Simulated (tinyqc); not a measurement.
## Junction parameters from two forward currents

Question. D(v) = J1 (exp(v/Vt) - 1) + J2 (exp(v/(2 Vt)) - 1). Find J1, J2 and the voltage 2 Vt ln(J2/J1) near which both parts are equal.

Inputs (values chosen for the exercise): temperature T = 330 K.

Constants: q = 1.602176634e-19 C, kB = 1.380649e-23 J/K, Vt = kB T/q. Results are converted to the units shown.

junction voltages (V): 0.33  0.68
currents (uA/um): 1.3618308e-5  0.098441621

Answer. The current is linear in J1 and J2, so two points give two equations.

J1 = 3.800e-12 uA/um
J2 = 4.000e-8 uA/um
crossover = 0.5267 V

tinyqc, about 0.2 s, one thread, Intel Xeon 2.30GHz (shared host): `OMP_NUM_THREADS=1 python tinyqc.py 2182145 2182146 out.jsonl`
